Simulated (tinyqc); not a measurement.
## MESFET, gradual channel with velocity saturation: depletion, velocity and field along the channel

A uniformly doped n-type channel, depleted from the top by a Schottky gate; at channel potential V the depleted share of a is u = sqrt((Vbi - Vg + V)/Vp), s at the source. Electrons drift with v = mu E/(1 + mu E/vsat). Abrupt depletion edge, no series resistance, source at 0.

Vbi = phiB - Vt ln(Nc/Nd); Vp = q Nd a^2/(2 eps0 eps_r); G0 = q mu Nd a W/L; Z = mu Vp/(vsat L); s = sqrt((Vbi - Vg)/Vp). I = (G0 Vp/3) F/(1 + Z (u^2 - s^2)), F = 3 (u^2 - s^2) - 2 (u^3 - s^3), with u at V = Vd; Z = 0 gives constant mobility, for which u stops at 1. At channel potential V: y/L = (G0 Vp/3) F(u)/I - Z V/Vp, v = vsat I Z/(G0 Vp (1 - u)), E = (vsat/mu) w/(1 - w) with w = v/vsat.

Values chosen for this exercise; material values those of a made-up semiconductor:
- T = 300 K (temperature)
- eps_r = 11.4 (relative permittivity of the semiconductor)
- Nc = 2.55e18 cm^-3 (conduction-band density of states at T)
- Nd = 5.6e16 cm^-3 (donor density of the channel)
- a = 320 nm (channel thickness)
- mu = 600 cm^2/(V s) (low-field mobility at this doping)
- vsat = 4.4e7 cm/s (saturation velocity)
- L = 5 um (gate length)
- W = 300 um (gate width)
- phiB = 1.22 V (Schottky barrier)
- Vg = 0 V (gate voltage)
- Vd = 2.8 V (drain voltage)

Constants: q = 1.602176634e-19 C, kB = 1.380649e-23 J/K, Vt = kB T/q, eps0 = 8.8541878128e-14 F/cm where lengths are in cm. Results are converted to the units shown.

Along the channel:

| V (V) | u | y/L | v (cm/s) | E (kV/cm) |
|---|---|---|---|---|
| 0 | 0.4964 | 0.000 | 1.648e6 | 2.854 |
| 0.4667 | 0.5907 | 0.294 | 2.028e6 | 3.543 |
| 0.9333 | 0.6719 | 0.530 | 2.530e6 | 4.473 |
| 1.4 | 0.7443 | 0.714 | 3.246e6 | 5.841 |
| 1.8667 | 0.8103 | 0.851 | 4.375e6 | 8.096 |
| 2.3333 | 0.8712 | 0.945 | 6.446e6 | 12.59 |
| 2.8 | 0.9282 | 1.000 | 1.156e7 | 26.15 |

From source to drain the open share 1 - u falls from 0.504 to 0.0718, so the velocity rises by a factor of 7.02, to 0.263 vsat, and the field by 9.16. Half of Vd drops over the last 29 % of the gate length.

Numbers from tinyqc (`OMP_NUM_THREADS=1 python tinyqc.py 2500024 2500025 out.jsonl`; about 0.04 s on one thread of a shared Intel Xeon 2.30GHz).
